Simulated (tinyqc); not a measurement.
MOS capacitor on a p-type substrate, surface potential from the exact charge relation: one step of the calculation.

Uniform p-type substrate, Boltzmann statistics, full ionisation, classical densities. psi is the surface potential against the body (positive when the bands bend down) and u = psi/Vt. Traps are spread evenly over the gap and neutral at flat band, so their charge is -q Dit psi; the minority quasi-Fermi level is shifted by Vb.

Question. Charges, field and capacitances at the solution. ni = sqrt(Nc Nv) exp(-Eg/(2 Vt)), Eg in volts; phiF = Vt ln(N/ni); Cox = eps0 eox/tox; Vfb = phiM - chi - (Eg - Vt ln(Nv/N)) - q Nf/Cox; Q0 = sqrt(2 eps0 eps_r q N Vt); r = (ni/N)^2 exp(-Vb/Vt); VT = Vfb + [(2 phiF + Vb)(1 + q Dit/Cox) + sqrt(2 eps0 eps_r q N (2 phiF + Vb))/Cox].

u = psi/Vt; F^2 = exp(-u) + u - 1 + r (exp(u) - u - 1); Qs = -sign(u) Q0 F; Cs = -dQs/dpsi = (Q0/Vt) |1 - exp(-u) + r (exp(u) - 1)|/(2 F). Low frequency: 1/C_LF = 1/Cox + 1/(Cs + q Dit). High frequency, in the simple estimate in which traps and minority carriers do not follow: 1/C_HF = 1/Cox + 1/Cd, Cd being Cs with r = 0 at the same psi. Minority sheet density N_inv = (Q0/(2 q)) int_0^u r (exp(t) - 1)/F(t) dt for u > 0. Oxide field |Qs - q Dit psi + q Nf|/(eps0 eox).

Parameters, values chosen for the exercise; band and dielectric values close to those of 4H silicon carbide: temperature T = 400 K; band gap Eg = 3.28 eV; relative permittivity eps_r = 9.55; conduction-band density of states at T Nc = 2.57e19 cm^-3; valence-band density of states at T Nv = 3.86e19 cm^-3; acceptor density of the substrate N = 1.1e18 cm^-3; relative permittivity of the gate insulator (close to silicon dioxide) eox = 3.9; insulator thickness tox = 4.1 nm; fixed charge at the interface, in units of q Nf = 0 cm^-2; density of interface traps Dit = 0 cm^-2 eV^-1; reverse bias of the inversion layer against the body Vb = 0.8 V.

Constants: q = 1.602176634e-19 C, kB = 1.380649e-23 J/K, Vt = kB T/q, eps0 = 8.8541878128e-14 F/cm where lengths are in cm. Results are converted to the units shown.

converged psi = 3.9595798 V

Find: Qs; N_inv; oxide field; Cs; C_LF/Cox; C_HF/Cox.

Answer.

Qs = -1194.1 nC/cm^2
N_inv = 7.0515e11 cm^-2
oxide field = 3.4580 MV/cm
Cs = 3.2345 uF/cm^2
C_LF/Cox = 0.79341
C_HF/Cox = 0.14059

The surface is in strong inversion (borders at |psi| = 0, phiF + Vb and 2 phiF + Vb = 3.85 V). Minority carriers make up 9.46 % of Qs.

Numbers from tinyqc (`OMP_NUM_THREADS=1 python tinyqc.py 2060033 2060034 out.jsonl`; about 0.01 s on one thread of a shared Intel Xeon 2.30GHz).
